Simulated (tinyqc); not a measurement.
Changing the wavelength: surface photovoltage measurement of the minority-carrier diffusion length in a wafer. Computed by tinyqc, a small Python program. Command: `OMP_NUM_THREADS=1 python tinyqc.py 3130589 3130590 out.jsonl spv sweep`. One thread of a shared host (Intel(R) Xeon(R) Processor @ 2.30GHz), about 0.01 s of CPU time with the checks.

Low injection, steady light, a depletion layer much thinner than 1/alpha and L. The excess density dn is taken at the front edge of the neutral region; light that reaches the back is lost.

Inputs (values chosen for the exercise, modelled on p-type silicon at room temperature):

| quantity | value | unit |
|---|---|---|
| diffusion length L | 97 | micrometre |
| wafer thickness W | 525 | micrometre |
| diffusivity D | 24.8 | cm^2/s |
| front recombination velocity S_f | 320 | cm/s |
| back recombination velocity S_b | 12000 | cm/s |
| photon flux entering | 3.7e+13 | 1/(cm^2 s) |
| minority density at the surface barrier scale n_0 | 3.4e+08 | 1/cm^3 |
| temperature T | 298 | K |

Constants: k_B = 8.617333262e-05 eV/K.

Method:
- alpha = (84.732/lambda - 76.417)^2 per cm with lambda in micrometre (an empirical fit for silicon between 0.7 and 1.05 micrometre).
- Thick wafer: dn = Phi L/((S_f + D/L)(L + 1/alpha)). Finite wafer, with s = S_b L/D, w = W/L, a = alpha L: dn = [Phi a/(a^2 - 1)] [a - B - exp(-alpha W)(a - s)/(cosh w + s sinh w)]/(S_f + B D/L), B = (sinh w + s cosh w)/(cosh w + s sinh w).
- Photovoltage V = (k_B T/e) ln(1 + dn/n_0). Lifetime = L^2/D.

One run for each value:

| wavelength (nm) | dn, finite wafer (1/cm^3) | penetration depth 1/alpha (micrometre) | dn, thick wafer (1/cm^3) |
|---|---|---|---|
| 780 | 1.1699e+10 | 9.64 | 1.1700e+10 |
| 811 | 1.1373e+10 | 12.70 | 1.1373e+10 |
| 874 | 1.0334e+10 | 23.73 | 1.0334e+10 |
| 905 | 9.5405e+09 | 33.76 | 9.5409e+09 |
| 936 | 8.4730e+09 | 50.24 | 8.4734e+09 |
| 968 | 7.0111e+09 | 80.93 | 7.0119e+09 |
| 999 | 5.2238e+09 | 141.73 | 5.2260e+09 |
| 1030 | 3.1977e+09 | 292.50 | 3.2031e+09 |

Give the missing row, wavelength (nm) = 842.

Computed row:
```
wavelength (nm)  dn, finite wafer (1/cm^3)  penetration depth 1/alpha (micrometre)  dn, thick wafer (1/cm^3)
842                             1.0938e+10                                   17.05                1.0939e+10
```

Interpolating between the two neighbouring rows (linearly) misses most in penetration depth 1/alpha (micrometre), by 6.3 %. Over the rows, dn, finite wafer (1/cm^3) falls from 1.17e10 to 3.20e9 (exponent d ln y / d ln x -0.73 between the first rows and -16 between the last); penetration depth 1/alpha (micrometre) rises from 9.64 to 292 (exponent d ln y / d ln x 7.1 between the first rows and 24 between the last); dn, thick wafer (1/cm^3) falls from 1.17e10 to 3.20e9 (exponent d ln y / d ln x -0.73 between the first rows and -16 between the last).

Extremes, crossings and ranges named in words are read from the listed rows.
